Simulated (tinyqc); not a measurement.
Inside a calculation (part 1 of 2). Method: RHF in the 3-21g basis, for H3+, spin multiplicity 1. Computed by tinyqc, a small Python program that keeps every step (integrals from PySCF). Settings: charge = 1, multiplicity = 1, basis = 3-21g, energy threshold = 1e-09, iteration cap = 70, orthogonalisation = symmetric, start = Wolfsberg-Helmholz matrix, DIIS depth = 4, method = RHF. Command: `OMP_NUM_THREADS=1 python tinyqc.py 21680 21681 out.jsonl` (the two numbers bound the seeds that draw the settings). One thread of a shared host (Intel(R) Xeon(R) Processor @ 2.60GHz), about 0.04 s of CPU time with the checks. Later iterations appear only in the table of the cycle.

## One-electron integrals

Geometry (angstrom):
```
atom         x         y         z
H     0.000000  0.000000  0.000000
H     0.000000  0.000000  1.459000
H     0.000000  1.264000  0.730000
```

Basis 3-21g: exponents (1/bohr^2) and contraction coefficients of normalised primitives:
```
element  l (shell)  exponent  coefficient
H            s (1)  5.447178     0.156285
H            s (1)  0.824547     0.904691
H            s (2)  0.183192     1.000000
```

Overlap, kinetic and nuclear-attraction integrals over the contracted functions; the nuclear repulsion is the sum of Za Zb / Rab.

nuclear repulsion = 1.08789383 hartree

overlap S:
```
          1H 1s     1H 2s     2H 1s     2H 2s     3H 1s     3H 2s
1H 1s  1.000000  0.645899  0.036319  0.204708  0.036216  0.204496
1H 2s  0.645899  1.000000  0.204708  0.498435  0.204496  0.498123
2H 1s  0.036319  0.204708  1.000000  0.645899  0.036294  0.204657
2H 2s  0.204708  0.498435  0.645899  1.000000  0.204657  0.498361
3H 1s  0.036216  0.204496  0.036294  0.204657  1.000000  0.645899
3H 2s  0.204496  0.498123  0.204657  0.498361  0.645899  1.000000
```

kinetic energy T (hartree):
```
           1H 1s     1H 2s      2H 1s     2H 2s      3H 1s     3H 2s
1H 1s   1.549405  0.293152  -0.051853  0.021665  -0.051787  0.021579
1H 2s   0.293152  0.274788   0.021665  0.073387   0.021579  0.073284
2H 1s  -0.051853  0.021665   1.549405  0.293152  -0.051837  0.021644
2H 2s   0.021665  0.073387   0.293152  0.274788   0.021644  0.073362
3H 1s  -0.051787  0.021579  -0.051837  0.021644   1.549405  0.293152
3H 2s   0.021579  0.073284   0.021644  0.073362   0.293152  0.274788
```

nuclear attraction V (hartree):
```
           1H 1s      1H 2s      2H 1s      2H 2s      3H 1s      3H 2s
1H 1s  -2.446151  -1.251050  -0.068037  -0.397638  -0.067826  -0.397211
1H 2s  -1.251050  -1.395008  -0.397659  -0.751182  -0.397205  -0.750688
2H 1s  -0.068037  -0.397659  -2.446276  -1.251130  -0.067987  -0.397557
2H 2s  -0.397638  -0.751182  -1.251130  -1.395116  -0.397530  -0.751065
3H 1s  -0.067826  -0.397205  -0.067987  -0.397530  -2.446113  -1.251025
3H 2s  -0.397211  -0.750688  -0.397557  -0.751065  -1.251025  -1.394975
```

core Hamiltonian H = T + V (hartree):
```
           1H 1s      1H 2s      2H 1s      2H 2s      3H 1s      3H 2s
1H 1s  -0.896747  -0.957899  -0.119890  -0.375973  -0.119613  -0.375632
1H 2s  -0.957899  -1.120220  -0.375994  -0.677795  -0.375626  -0.677404
2H 1s  -0.119890  -0.375994  -0.896871  -0.957979  -0.119824  -0.375913
2H 2s  -0.375973  -0.677795  -0.957979  -1.120328  -0.375885  -0.677702
3H 1s  -0.119613  -0.375626  -0.119824  -0.375885  -0.896708  -0.957874
3H 2s  -0.375632  -0.677404  -0.375913  -0.677702  -0.957874  -1.120187
```

## Two-electron integrals

Functions are numbered as in S; the eight-fold symmetry (ij|kl) = (ji|kl) = (kl|ij) leaves the list below.

Two-electron integrals (ij|kl) in chemists' order, unique and non-zero (hartree):
```
(11|11) 1.140145   (21|11) 0.611403   (21|21) 0.345152   (22|11) 0.626370
(22|21) 0.380329   (22|22) 0.482957   (31|11) 0.024703   (31|21) 0.015046
(31|22) 0.018822   (31|31) 0.001345   (32|11) 0.089283   (32|21) 0.056967
(32|22) 0.081533   (32|31) 0.005705   (32|32) 0.034299   (33|11) 0.362601
(33|21) 0.233884   (33|22) 0.351549   (33|31) 0.024703   (33|32) 0.183071
(33|33) 1.140145   (41|11) 0.183071   (41|21) 0.104676   (41|22) 0.117860
(41|31) 0.005705   (41|32) 0.021783   (41|33) 0.089283   (41|41) 0.034299
(42|11) 0.260546   (42|21) 0.161329   (42|22) 0.215479   (42|31) 0.011176
(42|32) 0.055842   (42|33) 0.260546   (42|41) 0.055842   (42|42) 0.119985
(43|11) 0.233884   (43|21) 0.150539   (43|22) 0.224384   (43|31) 0.015046
(43|32) 0.104676   (43|33) 0.611403   (43|41) 0.056967   (43|42) 0.161329
(43|43) 0.345152   (44|11) 0.351549   (44|21) 0.224384   (44|22) 0.328190
(44|31) 0.018822   (44|32) 0.117860   (44|33) 0.626370   (44|41) 0.081533
(44|42) 0.215479   (44|43) 0.380329   (44|44) 0.482957   (51|11) 0.024625
(51|21) 0.014999   (51|22) 0.018766   (51|31) 0.000879   (51|32) 0.003635
(51|33) 0.015119   (51|41) 0.005072   (51|42) 0.009346   (51|43) 0.009713
(51|44) 0.014178   (51|51) 0.001337   (52|11) 0.089154   (52|21) 0.056886
(52|22) 0.081426   (52|31) 0.003641   (52|32) 0.018009   (52|33) 0.079886
(52|41) 0.019452   (52|42) 0.043943   (52|43) 0.051280   (52|44) 0.075309
(52|51) 0.005682   (52|52) 0.034228   (53|11) 0.015147   (53|21) 0.009731
(53|22) 0.014205   (53|31) 0.000881   (53|32) 0.005083   (53|33) 0.024685
(53|41) 0.003642   (53|42) 0.009366   (53|43) 0.015035   (53|44) 0.018809
(53|51) 0.000878   (53|52) 0.005079   (53|53) 0.001343   (54|11) 0.079919
(54|21) 0.051302   (54|22) 0.075347   (54|31) 0.003643   (54|32) 0.019471
(54|33) 0.089252   (54|41) 0.018018   (54|42) 0.043976   (54|43) 0.056948
(54|44) 0.081508   (54|51) 0.005071   (54|52) 0.032963   (54|53) 0.005700
(54|54) 0.034282   (55|11) 0.362438   (55|21) 0.233781   (55|22) 0.351418
(55|31) 0.015156   (55|32) 0.079956   (55|33) 0.362562   (55|41) 0.079936
(55|42) 0.195913   (55|43) 0.233859   (55|44) 0.351518   (55|51) 0.024625
(55|52) 0.182873   (55|53) 0.024685   (55|54) 0.183024   (55|55) 1.140145
(61|11) 0.182873   (61|21) 0.104563   (61|22) 0.117736   (61|31) 0.005082
(61|32) 0.019460   (61|33) 0.079893   (61|41) 0.032971   (61|42) 0.052793
(61|43) 0.051284   (61|44) 0.075313   (61|51) 0.005682   (61|52) 0.021731
(61|53) 0.003639   (61|54) 0.019448   (61|55) 0.089154   (61|61) 0.034228
(62|11) 0.260343   (62|21) 0.161206   (62|22) 0.215323   (62|31) 0.009367
(62|32) 0.043970   (62|33) 0.195855   (62|41) 0.052808   (62|42) 0.107333
(62|43) 0.124189   (62|44) 0.177671   (62|51) 0.011137   (62|52) 0.055746
(62|53) 0.009361   (62|54) 0.052796   (62|55) 0.260343   (62|61) 0.055746
(62|62) 0.119834   (63|11) 0.079946   (63|21) 0.051318   (63|22) 0.075366
(63|31) 0.005086   (63|32) 0.032996   (63|33) 0.183024   (63|41) 0.019473
(63|42) 0.052831   (63|43) 0.104649   (63|44) 0.117831   (63|51) 0.003635
(63|52) 0.019454   (63|53) 0.005700   (63|54) 0.021771   (63|55) 0.089252
(63|61) 0.018006   (63|62) 0.043960   (63|63) 0.034282   (64|11) 0.195899
(64|21) 0.124220   (64|22) 0.177724   (64|31) 0.009371   (64|32) 0.052835
(64|33) 0.260497   (64|41) 0.043982   (64|42) 0.107376   (64|43) 0.161300
(64|44) 0.215442   (64|51) 0.009345   (64|52) 0.052784   (64|53) 0.011166
(64|54) 0.055819   (64|55) 0.260497   (64|61) 0.043939   (64|62) 0.107319
(64|63) 0.055819   (64|64) 0.119949   (65|11) 0.233781   (65|21) 0.150474
(65|22) 0.224304   (65|31) 0.009737   (65|32) 0.051325   (65|33) 0.233859
(65|41) 0.051313   (65|42) 0.124229   (65|43) 0.150524   (65|44) 0.224365
(65|51) 0.014999   (65|52) 0.104563   (65|53) 0.015035   (65|54) 0.104649
(65|55) 0.611403   (65|61) 0.056886   (65|62) 0.161206   (65|63) 0.056948
(65|64) 0.161300   (65|65) 0.345152   (66|11) 0.351418   (66|21) 0.224304
(66|22) 0.328097   (66|31) 0.014214   (66|32) 0.075378   (66|33) 0.351518
(66|41) 0.075363   (66|42) 0.177740   (66|43) 0.224365   (66|44) 0.328168
(66|51) 0.018766   (66|52) 0.117736   (66|53) 0.018809   (66|54) 0.117831
(66|55) 0.626370   (66|61) 0.081426   (66|62) 0.215323   (66|63) 0.081508
(66|64) 0.215442   (66|65) 0.380329   (66|66) 0.482957
```

## Orthogonalisation

S = U s U^T; symmetric (Loewdin) form X = U s^(-1/2) U^T, so that X^T S X = 1.

eigenvalues of S: 0.234576  0.234659  0.382718  1.230590  1.231009  2.686448

X:
```
           1H 1s      1H 2s      2H 1s      2H 2s      3H 1s      3H 2s
1H 1s   1.247177  -0.497124   0.033974   0.018081   0.033947   0.018136
1H 2s  -0.497124   1.472232   0.018102  -0.280549   0.018129  -0.280215
2H 1s   0.033974   0.018102   1.247184  -0.497149   0.033968   0.018115
2H 2s   0.018081  -0.280549  -0.497149   1.472413   0.018088  -0.280469
3H 1s   0.033947   0.018129   0.033968   0.018088   1.247175  -0.497117
3H 2s   0.018136  -0.280215   0.018115  -0.280469  -0.497117   1.472175
```

## Starting guess

The start is the generalised Wolfsberg-Helmholz matrix (K = 1.75) built on H; D = 2 C_occ C_occ^T.

D at the start:
```
          1H 1s     1H 2s     2H 1s     2H 2s     3H 1s     3H 2s
1H 1s  0.022471  0.073977  0.022501  0.074016  0.022462  0.073965
1H 2s  0.073977  0.243540  0.074075  0.243667  0.073947  0.243500
2H 1s  0.022501  0.074075  0.022531  0.074114  0.022492  0.074063
2H 2s  0.074016  0.243667  0.074114  0.243794  0.073985  0.243627
3H 1s  0.022462  0.073947  0.022492  0.073985  0.022453  0.073935
3H 2s  0.073965  0.243500  0.074063  0.243627  0.073935  0.243461
```

## Iteration 1: building the Fock matrix

J_ij = sum D_kl (ij|kl), K_ij = sum D_kl (ik|jl); F = H + J - 0.5 K; E = tr D H + tr D J / 2 - 0.25 tr D K + E_nn.

Coulomb J (hartree):
```
          1H 1s     1H 2s     2H 1s     2H 2s     3H 1s     3H 2s
1H 1s  0.981779  0.604280  0.038967  0.202987  0.038849  0.202773
1H 2s  0.604280  0.810191  0.203038  0.440147  0.202757  0.439830
2H 1s  0.038967  0.203038  0.982164  0.604490  0.038939  0.202987
2H 2s  0.202987  0.440147  0.604490  0.810386  0.202920  0.440072
3H 1s  0.038849  0.202757  0.038939  0.202920  0.981658  0.604214
3H 2s  0.202773  0.439830  0.202987  0.440072  0.604214  0.810130
```

exchange K (hartree):
```
          1H 1s     1H 2s     2H 1s     2H 2s     3H 1s     3H 2s
1H 1s  0.398941  0.446576  0.184677  0.326069  0.184452  0.325864
1H 2s  0.446576  0.611102  0.326200  0.526211  0.325823  0.525902
2H 1s  0.184677  0.326200  0.399430  0.447017  0.184623  0.326151
2H 2s  0.326069  0.526211  0.447017  0.611520  0.325980  0.526137
3H 1s  0.184452  0.325823  0.184623  0.325980  0.398788  0.446438
3H 2s  0.325864  0.525902  0.326151  0.526137  0.446438  0.610971
```

Fock matrix F (hartree):
```
           1H 1s      1H 2s      2H 1s      2H 2s      3H 1s      3H 2s
1H 1s  -0.114438  -0.576907  -0.173261  -0.336021  -0.172990  -0.335792
1H 2s  -0.576907  -0.615580  -0.336056  -0.500753  -0.335781  -0.500525
2H 1s  -0.173261  -0.336056  -0.114422  -0.576997  -0.173196  -0.336001
2H 2s  -0.336021  -0.500753  -0.576997  -0.615702  -0.335955  -0.500699
3H 1s  -0.172990  -0.335781  -0.173196  -0.335955  -0.114444  -0.576878
3H 2s  -0.335792  -0.500525  -0.336001  -0.500699  -0.576878  -0.615542
```

total energy of this density = -1.11817612 hartree

## Iteration 1: diagonalisation and new density

Diagonalise F' = X^T F X, C = X C', fill 1 alpha and 1 beta electrons from the bottom; D = 2 C_occ C_occ^T. Each column has its largest component positive (the first on a tie).

F' = X^T F X (hartree):
```
           1          2          3          4          5          6
1   0.362628  -0.607401   0.005409  -0.098151   0.005531  -0.098035
2  -0.607401  -0.065484  -0.098149  -0.163236  -0.098036  -0.163170
3   0.005409  -0.098149   0.362737  -0.607489   0.005438  -0.098121
4  -0.098151  -0.163236  -0.607489  -0.065446  -0.098124  -0.163220
5   0.005531  -0.098036   0.005438  -0.098124   0.362594  -0.607374
6  -0.098035  -0.163170  -0.098121  -0.163220  -0.607374  -0.065496
```

orbital energies (hartree): MO1 -0.899272, MO2 -0.298229, MO3 -0.298005, MO4 0.752984, MO5 0.753104, MO6 0.880952

coefficients C:
```
            MO1        MO2        MO3        MO4        MO5        MO6
1H 1s  0.180319  -0.221397  -0.164369   0.834836   0.620978   0.783858
1H 2s  0.302877  -0.699717  -0.519885  -0.971317  -0.722291  -0.505672
2H 1s  0.180390  -0.031650   0.273841   0.119620  -1.032834   0.784859
2H 2s  0.302964  -0.100030   0.866140  -0.139256   1.202033  -0.506868
3H 1s  0.180297   0.253074  -0.109547  -0.955033   0.413459   0.783545
3H 2s  0.302850   0.799832  -0.346488   1.110964  -0.480828  -0.505298
```

D after iteration 1:
```
          1H 1s     1H 2s     2H 1s     2H 2s     3H 1s     3H 2s
1H 1s  0.065030  0.109229  0.065056  0.109261  0.065022  0.109219
1H 2s  0.109229  0.183469  0.109272  0.183522  0.109216  0.183453
2H 1s  0.065056  0.109272  0.065081  0.109303  0.065048  0.109262
2H 2s  0.109261  0.183522  0.109303  0.183575  0.109247  0.183506
3H 1s  0.065022  0.109216  0.065048  0.109247  0.065014  0.109206
3H 2s  0.109219  0.183453  0.109262  0.183506  0.109206  0.183436
```

## Iteration 2: building the Fock matrix

As before.

Coulomb J (hartree):
```
          1H 1s     1H 2s     2H 1s     2H 2s     3H 1s     3H 2s
1H 1s  1.026287  0.625612  0.040106  0.209644  0.039987  0.209425
1H 2s  0.625612  0.826696  0.209680  0.449383  0.209414  0.449077
2H 1s  0.040106  0.209680  1.026554  0.625759  0.040078  0.209628
2H 2s  0.209644  0.449383  0.625759  0.826836  0.209581  0.449310
3H 1s  0.039987  0.209414  0.040078  0.209581  1.026203  0.625566
3H 2s  0.209425  0.449077  0.209628  0.449310  0.625566  0.826652
```

exchange K (hartree):
```
          1H 1s     1H 2s     2H 1s     2H 2s     3H 1s     3H 2s
1H 1s  0.470424  0.482487  0.208279  0.346530  0.208089  0.346342
1H 2s  0.482487  0.606909  0.346602  0.520322  0.346320  0.520076
2H 1s  0.208279  0.346602  0.470740  0.482774  0.208234  0.346557
2H 2s  0.346530  0.520322  0.482774  0.607196  0.346463  0.520263
3H 1s  0.208089  0.346320  0.208234  0.346463  0.470325  0.482397
3H 2s  0.346342  0.520076  0.346557  0.520263  0.482397  0.606819
```

Fock matrix F (hartree):
```
           1H 1s      1H 2s      2H 1s      2H 2s      3H 1s      3H 2s
1H 1s  -0.105672  -0.573530  -0.183923  -0.339594  -0.183671  -0.339378
1H 2s  -0.573530  -0.596979  -0.339615  -0.488573  -0.339372  -0.488365
2H 1s  -0.183923  -0.339615  -0.105687  -0.573607  -0.183863  -0.339563
2H 2s  -0.339594  -0.488573  -0.573607  -0.597090  -0.339536  -0.488523
3H 1s  -0.183671  -0.339372  -0.183863  -0.339536  -0.105667  -0.573507
3H 2s  -0.339378  -0.488365  -0.339563  -0.488523  -0.573507  -0.596944
```

total energy of this density = -1.15454513 hartree

## Iteration 2: DIIS over 2 matrices

error matrix X^T (FDS - SDF) X:
```
           1          2          3          4         5          6
1   0.000000  -0.017825  -0.000010  -0.017834  0.000003  -0.017822
2   0.017825   0.000000   0.017816  -0.000008  0.017827   0.000002
3   0.000010  -0.017816   0.000000  -0.017825  0.000013  -0.017813
4   0.017834   0.000008   0.017825   0.000000  0.017836   0.000010
5  -0.000003  -0.017827  -0.000013  -0.017836  0.000000  -0.017825
6   0.017822  -0.000002   0.017813  -0.000010  0.017825   0.000000
```

B (overlaps of the stored error matrices):
```
               1              2
1  2.2089049e-01  3.5542502e-02
2  3.5542502e-02  5.7189853e-03
```

Minimise |sum c_i e_i|^2 with sum c_i = 1: solve [B -1; -1 0][c; lambda] = [0; -1] with B_ij = tr e_i^T e_j, and take F = sum c_i F_i.

DIIS coefficients: -0.191761  1.191761

extrapolated F (hartree):
```
           1H 1s      1H 2s      2H 1s      2H 2s      3H 1s      3H 2s
1H 1s  -0.103991  -0.572883  -0.185968  -0.340279  -0.185720  -0.340066
1H 2s  -0.572883  -0.593412  -0.340297  -0.486237  -0.340061  -0.486033
2H 1s  -0.185968  -0.340297  -0.104012  -0.572957  -0.185909  -0.340247
2H 2s  -0.340279  -0.486237  -0.572957  -0.593520  -0.340223  -0.486189
3H 1s  -0.185720  -0.340061  -0.185909  -0.340223  -0.103984  -0.572860
3H 2s  -0.340066  -0.486033  -0.340247  -0.486189  -0.572860  -0.593378
```

## Iteration 2: diagonalisation and new density

As before.

F' = X^T F X (hartree):
```
           1          2          3          4          5          6
1   0.376612  -0.614709  -0.006376  -0.103879  -0.006260  -0.103772
2  -0.614709  -0.041295  -0.103866  -0.153767  -0.103776  -0.153716
3  -0.006376  -0.103866   0.376647  -0.614759  -0.006348  -0.103840
4  -0.103879  -0.153767  -0.614759  -0.041267  -0.103857  -0.153755
5  -0.006260  -0.103776  -0.006348  -0.103857   0.376600  -0.614694
6  -0.103772  -0.153716  -0.103840  -0.153755  -0.614694  -0.041304
```

orbital energies (hartree): MO1 -0.888687, MO2 -0.280881, MO3 -0.280689, MO4 0.776160, MO5 0.776220, MO6 0.903871

coefficients C:
```
            MO1        MO2        MO3        MO4        MO5        MO6
1H 1s  0.194233  -0.217482  -0.161442   0.835947   0.621481   0.780649
1H 2s  0.293840  -0.704293  -0.523231  -0.968058  -0.719700  -0.511113
2H 1s  0.194293  -0.031085   0.269015   0.119916  -1.034394   0.781123
2H 2s  0.293902  -0.100651   0.871764  -0.138899   1.198146  -0.511716
3H 1s  0.194215   0.248578  -0.107606  -0.956122   0.413634   0.780500
3H 2s  0.293821   0.805027  -0.348763   1.107146  -0.478971  -0.510924
```

D after iteration 2:
```
          1H 1s     1H 2s     2H 1s     2H 2s     3H 1s     3H 2s
1H 1s  0.075453  0.114147  0.075476  0.114171  0.075446  0.114140
1H 2s  0.114147  0.172684  0.114182  0.172720  0.114136  0.172673
2H 1s  0.075476  0.114182  0.075499  0.114206  0.075469  0.114175
2H 2s  0.114171  0.172720  0.114206  0.172756  0.114160  0.172709
3H 1s  0.075446  0.114136  0.075469  0.114160  0.075439  0.114129
3H 2s  0.114140  0.172673  0.114175  0.172709  0.114129  0.172662
```

## Iteration 3: building the Fock matrix

As before.

Coulomb J (hartree):
```
          1H 1s     1H 2s     2H 1s     2H 2s     3H 1s     3H 2s
1H 1s  1.034785  0.629635  0.040313  0.210885  0.040193  0.210665
1H 2s  0.629635  0.829749  0.210917  0.451075  0.210655  0.450772
2H 1s  0.040313  0.210917  1.035024  0.629767  0.040285  0.210865
2H 2s  0.210885  0.451075  0.629767  0.829876  0.210823  0.451003
3H 1s  0.040193  0.210655  0.040285  0.210823  1.034710  0.629593
3H 2s  0.210665  0.450772  0.210865  0.451003  0.629593  0.829709
```

exchange K (hartree):
```
          1H 1s     1H 2s     2H 1s     2H 2s     3H 1s     3H 2s
1H 1s  0.483811  0.488475  0.212497  0.349730  0.212315  0.349548
1H 2s  0.488475  0.605030  0.349791  0.518241  0.349529  0.518010
2H 1s  0.212497  0.349791  0.484087  0.488728  0.212454  0.349747
2H 2s  0.349730  0.518241  0.488728  0.605287  0.349668  0.518186
3H 1s  0.212315  0.349529  0.212454  0.349668  0.483724  0.488396
3H 2s  0.349548  0.518010  0.349747  0.518186  0.488396  0.604949
```

Fock matrix F (hartree):
```
           1H 1s      1H 2s      2H 1s      2H 2s      3H 1s      3H 2s
1H 1s  -0.103867  -0.572501  -0.185825  -0.339953  -0.185577  -0.339741
1H 2s  -0.572501  -0.592986  -0.339972  -0.485841  -0.339735  -0.485637
2H 1s  -0.185825  -0.339972  -0.103891  -0.572576  -0.185766  -0.339921
2H 2s  -0.339953  -0.485841  -0.572576  -0.593095  -0.339897  -0.485792
3H 1s  -0.185577  -0.339735  -0.185766  -0.339897  -0.103860  -0.572478
3H 2s  -0.339741  -0.485637  -0.339921  -0.485792  -0.572478  -0.592952
```

total energy of this density = -1.15549472 hartree

## Iteration 3: DIIS over 3 matrices

error matrix X^T (FDS - SDF) X:
```
           1         2          3          4          5         6
1   0.000000  0.000027   0.000001   0.000026   0.000000  0.000027
2  -0.000027  0.000000  -0.000026  -0.000001  -0.000027  0.000000
3  -0.000001  0.000026   0.000000   0.000026  -0.000001  0.000026
4  -0.000026  0.000001  -0.000026   0.000000  -0.000027  0.000001
5   0.000000  0.000027   0.000001   0.000027   0.000000  0.000027
6  -0.000027  0.000000  -0.000026  -0.000001  -0.000027  0.000000
```

B (overlaps of the stored error matrices):
```
                1               2               3
1   2.2089049e-01   3.5542502e-02  -5.2923387e-05
2   3.5542502e-02   5.7189853e-03  -8.5156480e-06
3  -5.2923387e-05  -8.5156480e-06   1.2687583e-08
```

As before.

DIIS coefficients: 0.021009  -0.128917  1.107908

extrapolated F (hartree):
```
           1H 1s      1H 2s      2H 1s      2H 2s      3H 1s      3H 2s
1H 1s  -0.103857  -0.572461  -0.185806  -0.339917  -0.185559  -0.339705
1H 2s  -0.572461  -0.592946  -0.339936  -0.485802  -0.339699  -0.485598
2H 1s  -0.185806  -0.339936  -0.103880  -0.572536  -0.185747  -0.339885
2H 2s  -0.339917  -0.485802  -0.572536  -0.593055  -0.339860  -0.485753
3H 1s  -0.185559  -0.339699  -0.185747  -0.339860  -0.103850  -0.572438
3H 2s  -0.339705  -0.485598  -0.339885  -0.485753  -0.572438  -0.592912
```
